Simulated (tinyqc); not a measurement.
Length offset and series resistance from crossing lines.

Inverse problem. R_total = Rs + k (L - dL)/Vo with constant Rs, dL and k. Find k, dL and Rs.

R_total at (L, Vo) = (90, 0.4), (180, 0.4), (90, 0.95) and (180, 0.95), L in nm and Vo in V (ohm um): [547.85000, 975.35000, 381.2, 561.2]

Solution. At each overdrive R is a straight line in L with slope k/Vo; the two lines cross at L = dL, R = Rs.

k = 1.90 ohm um V/nm
dL = 29.4 nm
Rs = 260 ohm um

tinyqc, about 0.06 s, one thread, Intel Xeon 2.30GHz (shared host): `OMP_NUM_THREADS=1 python tinyqc.py 2282255 2282256 out.jsonl`
